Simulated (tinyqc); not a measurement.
Donor binding, ionisation and the Mott limit: Freeze-out.

Hydrogenic donor: Ry = (m0 q^3/(8 eps0^2 h^2)) me/eps_r^2 in eV, E0 = cc Ry, radius a = q/(8 pi eps0 eps_r E0), Mott density Nm = (0.26/a)^3. Below Nm the level sinks as Ed = E0 [1 - (N/Nm)^(1/3)]. Neutrality: Nc F12(eta) = N/(1 + 2 exp(eta + Ed/kB T)), F12(x) = (2/sqrt(pi)) int_0^infinity sqrt(u)/(1 + exp(u - x)) du.

Nc is given at 77 K and scales as T^1.5.

Inputs (values chosen for the exercise); band and dielectric values close to those of silicon:
- eps_r = 11.9 (relative permittivity)
- me = 0.256 m0 (mass in the hydrogenic formula, set independently of Nc)
- Nc = 3.59e18 cm^-3 (conduction-band density of states at 77 K)
- cc = 1 (ratio of the true binding energy to the hydrogenic one)
- N = 4e17 cm^-3 (donor density)

Constants: q = 1.602176634e-19 C, kB = 1.380649e-23 J/K, eps0 = 8.8541878128e-12 F/m, h = 6.62607015e-34 J s, m0 = 9.1093837015e-31 kg, Vt = kB T/q. Results are converted to the units shown.

Freeze-out:
```
T (K)      eta  n (cm^-3)  ionised (%)  ln(n/T^0.75)
30     -2.2816  8.6105e16       21.526        36.443
45     -2.2466  1.6362e17       40.906        36.781
60     -2.3703  2.2351e17       55.877        36.877
80     -2.5916  2.7750e17       69.376        36.878
110    -2.9227  3.2361e17       80.901        36.793
150    -3.3047  3.5378e17       88.444        36.649
220    -3.8242  3.7569e17       93.924        36.422
300    -4.2662  3.8556e17       96.391        36.216
400    -4.6853  3.9104e17       97.760        36.014
```

Read the table: what changes, and by how much?

The ionised share rises from 21.5 to 97.8 %. Between the first two rows ln(n/T^0.75) has the slope -2.62 meV against q/kB T; deep freeze-out without compensation gives -Ed/2 = -3.73 meV, a limit that these rows do not reach, since a large share is already ionised.

Range of the model: A sharp level with degeneracy 2 overstates freeze-out near Nm, where the impurity band broadens and merges with the conduction band.

tinyqc, about 0.02 s, one thread, Intel Xeon 2.30GHz (shared host): `OMP_NUM_THREADS=1 python tinyqc.py 2330008 2330009 out.jsonl`
